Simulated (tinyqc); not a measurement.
Three ways to the same curve: density of states of one tight-binding band of a chain.

E(k) = -2 t cos(2 pi k) - 2 t2 cos(4 pi k); k in fractions of the reciprocal vectors, mesh k_i = j/N with j = 0 .. N-1. Densities are per cell and per spin, so the band holds one state.

Each interval of the mesh is a segment with E linear in k: n = (E - e1)/(e2 - e1), g = 1/(e2 - e1) between its end values.

Gaussian broadening: g(E) = mean over the mesh of exp(-(E - E_k)^2/(2 sigma^2))/(sigma sqrt(2 pi)), n(E) = mean of erfc((E_k - E)/(sigma sqrt 2))/2.

Parameters, chosen for this exercise: t = 2.02 eV (nearest hopping); t2 = 0.03 eV (second hopping); N2 = 40 (mesh points along each axis in this comparison); sigma = 0.606 eV (Gaussian width).

N = N2 here; the reference is the linear method with N = 4000.

g(E) (1/eV):

| E (eV) | reference | linear segments | Gaussian, sigma | Gaussian, sigma/4 | reference n(E) |
|---|---|---|---|---|---|
| -3.365 | 0.134 | 0.144 | 0.143 | 0.143 | 0.190 |
| -2.630 | 0.100 | 0.100 | 0.109 | 0.069 | 0.273 |
| -1.896 | 0.087 | 0.090 | 0.090 | 0.109 | 0.342 |
| -1.161 | 0.081 | 0.080 | 0.082 | 0.127 | 0.403 |
| -0.427 | 0.079 | 0.079 | 0.080 | 0.082 | 0.462 |
| 0.308 | 0.079 | 0.079 | 0.080 | 0.040 | 0.520 |
| 1.043 | 0.082 | 0.082 | 0.084 | 0.041 | 0.579 |
| 1.777 | 0.090 | 0.087 | 0.092 | 0.110 | 0.642 |
| 2.512 | 0.104 | 0.108 | 0.113 | 0.107 | 0.712 |
| 3.246 | 0.140 | 0.127 | 0.150 | 0.151 | 0.799 |

How do the results move, and what explains it?

Root-mean-square errors against the reference: 0.0055 for linear segments, 0.0060 for sigma and 0.0274 for sigma/4. The narrow Gaussian is worse than the wide one, because it resolves the separate mesh levels. The reference is highest at 3.246 eV of the energies listed, and half filling lies between -0.427 and 0.308 eV.

Run: tinyqc, `OMP_NUM_THREADS=1 python tinyqc.py 1651203 1651204 out.jsonl`; Intel(R) Xeon(R) Processor @ 2.30GHz, one thread, shared host; about 0.01 s of CPU time with all checks.
